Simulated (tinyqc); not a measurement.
# Esaki diode in forward bias, two-band WKB: effect of temperature

Abrupt p-n junction, depletion approximation. Energies E are counted from the conduction-band edge of the neutral n side; its Fermi level lies at dn, that of the p side at dn - V, and the valence-band edge of the neutral p side at Em = dn + dp - V. Tunnelling needs 0 < E < Em. Two-band dispersion with equal masses m: inside the gap kappa = sqrt(m u (1 - u/Eg)/C), u the distance from a band edge, C = hbar^2/(2 m0).

Nc and Nv are given at 300 K and scale as (T/300 K)^1.5; Eg, m and eps_r are held. Nd = Nc F12(dn/Vt), Na = Nv F12(dp/Vt), F12(x) = (2/sqrt(pi)) int_0^infinity sqrt(u)/(1 + exp(u - x)) du; dn = EF - Ec on the n side, dp = Ev - EF on the p side (negative outside the bands); Vbi = Eg + dn + dp. W = sqrt(2 eps0 eps_r (Vbi - V)(1/Na + 1/Nd)/q), mean field F = (Vbi - V)/W, peak field 2 F. In a uniform field F the exponent is S = pi sqrt(m/C) Eg^1.5/(4 F). Transverse energy Et = C kt^2/m raises it to S (1 + 4 Et/Eg), so T = exp(-S) exp(-Et/Eb) with Eb = Eg/(4 S). KJ = (2 q^2/h) m/(4 pi C) (times 1e14 for A/cm^2 per eV^2). J = KJ exp(-S) Eb times the integral from 0 to Em of [f(E - dn) - f(E - dn + V)] [1 - exp(-min(E, Em - E)/Eb)] dE, f(x) = 1/(1 + exp(x/Vt)), with S and Eb from the mean field; J > 0 flows from p to n.

Inputs (values chosen for the exercise); band and dielectric values close to those of indium phosphide:
```
symbol,value,unit,meaning
Eg,1.35,eV,band gap
eps_r,12.3,,relative permittivity
Nc,5.7e17,cm^-3,conduction-band density of states at 300 K
Nv,1.12e19,cm^-3,valence-band density of states at 300 K
m,0.095,m0,band-edge mass of the two-band model
Na,2e19,cm^-3,acceptor density
Nd,1.8e19,cm^-3,donor density
V,0.18,V,bias of the p side
```

Constants: q = 1.602176634e-19 C, kB = 1.380649e-23 J/K, hbar = 1.054571817e-34 J s, h = 6.62607015e-34 J s, m0 = 9.1093837015e-31 kg, Vt = kB T/q, eps0 = 8.8541878128e-14 F/cm where lengths are in cm, hbar^2/(2 m0) = 0.0380998212 eV nm^2. Results are converted to the units shown.

Effect of temperature:
```
T (K),Vbi (V),mean field (MV/cm),S,J (A/cm^2)
100,1.707,1.031,18.86,0.005121
150,1.704,1.031,18.87,0.004956
200,1.701,1.030,18.89,0.004748
300,1.691,1.026,18.96,0.004207
400,1.678,1.022,19.04,0.003512
```

What does the comparison show?

Vbi falls from 1.71 to 1.68 V, S rises from 18.9 to 19.0, and |J| falls from 0.00512 to 0.00351 A/cm^2, a spread of a factor 1.46. That is small against a thermally activated current. The shrinking of the gap with temperature, left out here, would raise J.

Range of the model: Parabolic densities of states, no band tails and no gap narrowing, all of which matter at such doping.

Computed by the program tinyqc: `OMP_NUM_THREADS=1 python tinyqc.py 2620104 2620105 out.jsonl`, one thread of a shared Intel Xeon 2.30GHz, about 0.02 s for the whole run.
